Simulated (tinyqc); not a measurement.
Hot electrons in a saturated n-channel MOSFET, lucky-electron model: effect of the channel length.

Beyond pinch-off the lateral field grows as Esat cosh(y/l) over the velocity-saturated region (pseudo-two-dimensional model). Impact ionisation in this region gives the substrate current, which biases the body forward through Rsub. Currents are per width. Local-field laws: they overstate ionisation when the field peak is narrower than an energy relaxation length.

Cox = 3.9 eps0/tox, l = sqrt(3 tox xj), Esat = 2 vs/mu. Overdrive g = Vg - VT + kb Vb; Vdsat = g Esat L/(g + Esat L); Id = Cox vs (g - Vdsat); dV = Vd - Id Rd - Vdsat; Em = sqrt((dV/l)^2 + Esat^2); Isub = Id (Ai/Bi) l Em exp(-Bi/Em). Vb = Rsub Isub is solved self-consistently. Lifetime tau = (Hl/Id)(Isub/Id)^(-m); 1 year = 3.15576e7 s.

Parameters, values chosen for the exercise; values close to those of silicon n-channel devices:
```
symbol  value        unit                                   meaning
tox       4.4          nm                           oxide thickness
xj         51          nm                            junction depth
VT       0.54           V                                 threshold
mu        330  cm^2/(V s)                        effective mobility
vs      7.1e6        cm/s                       saturation velocity
Ai        2e6        1/cm                      ionisation prefactor
Bi       1.69       MV/cm                          ionisation field
Rd        400      ohm um     resistance of the lightly doped drain
Rsub    30000      ohm um                      substrate resistance
kb       0.43              fall of VT per volt of forward body bias
m         3.1                                     lifetime exponent
Hl       5000     s uA/um                         lifetime constant
Vd        1.7           V                             drain voltage
Vg        1.1           V                              gate voltage
```

Constants: eps0 = 8.8541878128e-14 F/cm where lengths are in cm. Results are converted to the units shown.

Results:

| L (um) | Id (uA/um) | Em (MV/cm) | Isub (uA/um) | Isub/Id | tau (years) |
|---|---|---|---|---|---|
| 0.09 | 289.24 | 0.51278 | 16.869 | 0.058322 | 0.0036689 |
| 0.13 | 222.45 | 0.50197 | 11.830 | 0.053181 | 0.0063503 |
| 0.18 | 172.59 | 0.49218 | 8.4163 | 0.048765 | 0.010708 |
| 0.36 | 96.264 | 0.47347 | 3.9429 | 0.040959 | 0.032970 |
| 0.51 | 70.650 | 0.46597 | 2.6889 | 0.038059 | 0.056407 |
| 0.72 | 51.584 | 0.45993 | 1.8477 | 0.035819 | 0.093244 |

Estimate the missing row, L = 0.25 um.

Computed row:

| L (um) | Id (uA/um) | Em (MV/cm) | Isub (uA/um) | Isub/Id | tau (years) |
|---|---|---|---|---|---|
| 0.25 | 131.67 | 0.48278 | 5.8908 | 0.044740 | 0.018333 |

With this row back in the table: As L goes from 0.09 to 0.72 um, Em falls from 0.513 to 0.460 MV/cm, Isub falls from 16.9 to 1.85 uA/um and tau rises from 0.00367 to 0.0932 years. From the first row to the last, log10(tau) changes by 1.4: 0.66 from (Isub/Id)^(-m), which holds Em and l, and 0.75 from 1/Id. At L = 0.09 um the body is biased forward by over 0.45 V, close to turning on the parasitic bipolar transistor. For L = 0.09 to 0.13 um the saturated region takes over 60 % of L, so using the full L in Vdsat is rough.

Program tinyqc, `OMP_NUM_THREADS=1 python tinyqc.py 2550065 2550066 out.jsonl`; Intel Xeon 2.30GHz, shared host, one thread, about 0.01 s.
